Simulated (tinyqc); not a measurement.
Strain, valley repopulation and piezoresistance in a many-valley conduction band. Changing the stress X (tension positive). Computed by tinyqc, a small Python program. Command: `OMP_NUM_THREADS=1 python tinyqc.py 3010369 3010370 out.jsonl valleys sweep`. One thread of a shared host (Intel(R) Xeon(R) Processor @ 2.30GHz), about 0.04 s of CPU time with the checks.

Valleys are ellipsoids with mass m_l along the axis a and m_t across it, parabolic, with one constant relaxation time; strain shifts the valleys and leaves the masses alone. Currents are taken along [100], in the plane, and along [001], across the plane.

Inputs (values chosen for the exercise, modelled on silicon):

| quantity | value | unit |
|---|---|---|
| longitudinal mass m_l | 0.942 | m_0 |
| transverse mass m_t | 0.19 | m_0 |
| shear deformation potential Xi_u | 9.36 | eV |
| dilation deformation potential Xi_d | 1.1 | eV |
| C11 | 167 | GPa |
| C12 | 64.4 | GPa |
| C44 | 79.9 | GPa |
| electron density n | 1.3e+19 | 1/cm^3 |
| relaxation time tau | 62 | fs |
| temperature T | 150 | K |

Valley axes: <100> (6 valleys in 3 pairs). Load: biaxial in the (001) plane.

Constants: k_B = 8.617333262e-05 eV/K; m_0 = 9.1093837015e-31 kg; k_B = 1.380649e-23 J/K; hbar = 1.054571817e-34 J s; e = 1.602176634e-19 C.

Method:
- Compliances S11 = (C11 + C12)/((C11 - C12)(C11 + 2 C12)), S12 = -C12/((C11 - C12)(C11 + 2 C12)), S44 = 1/C44; stress sigma_xx = sigma_yy = X, all else 0; e_xx = S11 sigma_xx + S12 (sigma_yy + sigma_zz), e_xy = S44 sigma_xy/2 (tensor strain).
- Herring-Vogt shift of a valley with unit axis a: dE = Xi_d tr(e) + Xi_u a.e.a.
- Each of the 6 valleys holds n_v = N_v (2/sqrt(pi)) F_1/2((E_F - dE_v)/(k_B T)), N_v = 2 (m_d k_B T/(2 pi hbar^2))^(3/2), m_d = (m_l m_t^2)^(1/3); E_F solves sum n_v = n and is counted from the unstrained edge.
- F_j(eta) = int_0^infinity x^j/(1 + exp(x - eta)) dx, without a gamma-function factor. It is evaluated after integrating by parts.
- Integrals over x = E/(k_B T) use 160 Gauss-Legendre points in u = sqrt(x) from 0 to sqrt(max(eta, 0) + 32).
- Mobility tensor mu = e tau sum_v (n_v/n) [1/m_t + (1/m_l - 1/m_t) a a^T]; unstrained mu_0 = e tau (1/m_l + 2/m_t)/3; resistivity along d from the inverse tensor, rho_d = d.mu^-1.d/(n e), mobility along d = 1/(d.mu^-1.d); gauge pi_d = (rho_d/rho_0 - 1)/X.

One run for each value:

| stress X (tension positive) (MPa) | mobility along the first direction (cm^2/(V s)) | mobility along the second direction (cm^2/(V s)) | Fermi level E_F (meV) | splitting (highest minus lowest) (meV) |
|---|---|---|---|---|
| -2000 | 344.8 | 573.9 | -100.2 | 182.5 |
| -1560 | 344.8 | 573.9 | -74.2 | 142.3 |
| -1110 | 344.9 | 573.8 | -47.7 | 101.3 |
| -667 | 346.8 | 569.9 | -21.8 | 60.8 |
| -222 | 375.8 | 512.0 | 1.6 | 20.3 |
| 222 | 479.7 | 304.3 | 14.2 | 20.3 |
| 667 | 560.7 | 142.2 | 11.8 | 60.8 |
| 1110 | 573.2 | 117.1 | -0.8 | 101.3 |
| 1560 | 573.9 | 115.8 | -15.3 | 142.3 |
| 2000 | 573.9 | 115.8 | -29.5 | 182.5 |

Describe and explain the trends.

Over the rows, mobility along the first direction (cm^2/(V s)) rises from 345 to 574; mobility along the second direction (cm^2/(V s)) falls from 574 to 116; Fermi level E_F (meV) goes from -100 through a maximum among these rows, 14.2 at 222, to -29.5. The sign of the stress decides which valleys drop; electrons gather there, and each direction then sees the mix of light and heavy mass that those valleys present to it, until the upper valleys are empty.

Caution (rows -2000, -1560, 1560, 2000): strain near 1 % also warps the bands and changes masses and intervalley scattering, which this model leaves out.

Extremes, crossings and ranges named in words are read from the listed rows.
